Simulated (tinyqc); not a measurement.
# Phonon and roughness prefactors from two fields

Inverse problem. At 300 K and high field 1/mu = E^(1/3)/Ap + E^gs/As, E in MV/cm. Find Ap and As.

Values chosen for this exercise:
- gs = 2 (exponent of the roughness term)

mu at E = 0.58 and 1.23 MV/cm (cm^2/(V s)): [434.82279, 256.23383]

Solution. Two linear equations in 1/Ap and 1/As.

Ap = 416 cm^2/(V s)
As = 1.14e3 cm^2/(V s)

Numbers from tinyqc (`OMP_NUM_THREADS=1 python tinyqc.py 2510016 2510017 out.jsonl`; about 0.01 s on one thread of a shared Intel Xeon 2.30GHz).
